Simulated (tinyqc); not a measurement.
Planar ballistic transistor, top-of-the-barrier model: effect of the band edge at the barrier top above the source Fermi level at zero bias.

At the top of the source barrier, states moving towards the drain are filled by the source (Fermi level 0) and states moving back by the drain (Fermi level -q Vd); nothing scatters. U is the shift of the band edge there, set by the capacitances CG, CD and CS (the total) and by the charge. Parabolic two-dimensional band; the source is grounded.

N0 = gv m kB T/(pi hbar^2), CG = eps0 eox/tox, vT = sqrt(2 kB T/(pi m)), CS = CG/aG, n0 = n at U = 0 and Vd = 0. eta1 = -(E0 + U)/Vt, eta2 = eta1 - Vd/Vt, n = (N0/2)[F_0(eta1) + F_0(eta2)], F_0(x) = ln(1 + exp x). U = UL + q (n - n0)/CS with UL = -(aG Vg + aD Vd), energies in eV. I = q (N0/2) vT [F_(1/2)(eta1) - F_(1/2)(eta2)] per width, F_(1/2)(x) = (2/sqrt(pi)) int_0^infinity u^(1/2)/(1 + exp(u - x)) du. CQ = (q/Vt) dn/d(eta1).

Values chosen for this exercise; mass and valleys close to those of silicon (two valleys):
- T = 300 K (temperature)
- m = 0.193 m0 (effective mass)
- gv = 2 (valley degeneracy)
- eox = 3.9 (relative permittivity of the gate insulator)
- tox = 3.3 nm (insulator thickness)
- aG = 0.84 (gate control CG/CS)
- aD = 0.006 (drain control CD/CS)
- Vg = 0.4 V (gate voltage)
- Vd = 0.4 V (drain voltage)

Constants: q = 1.602176634e-19 C, kB = 1.380649e-23 J/K, hbar = 1.054571817e-34 J s, m0 = 9.1093837015e-31 kg, Vt = kB T/q, eps0 = 8.8541878128e-14 F/cm where lengths are in cm. Results are converted to the units shown.

Effect of the band edge at the barrier top above the source Fermi level at zero bias:
```
E0 (eV)	eta1	n (cm^-2)	I (uA/um)	mean velocity I/(q n) (cm/s)	CQ/CS
0.1	0.3698	1.865e12	415.4	1.390e7	6.132
0.15	0.02618	1.472e12	319.4	1.354e7	5.252
0.2	-0.3159	1.141e12	242.3	1.325e7	4.372
0.25	-0.7135	8.310e11	172.7	1.297e7	3.410
0.3	-1.213	5.424e11	110.5	1.272e7	2.376
0.35	-1.897	2.912e11	58.31	1.250e7	1.352
0.4	-2.925	1.090e11	21.54	1.234e7	0.5282
0.45	-4.439	2.447e10	4.811	1.227e7	0.1211
```

As E0 goes from 0.1 to 0.45 eV, n falls from 1.87e12 to 2.45e10 cm^-2, the mean velocity falls from 1.39e7 to 1.23e7 cm/s and the current falls from 415 to 4.81 uA/um. CQ/CS goes from 6.1 to 0.12.

Computed by the program tinyqc: `OMP_NUM_THREADS=1 python tinyqc.py 2400135 2400136 out.jsonl`, one thread of a shared Intel Xeon 2.30GHz, about 0.01 s for the whole run.
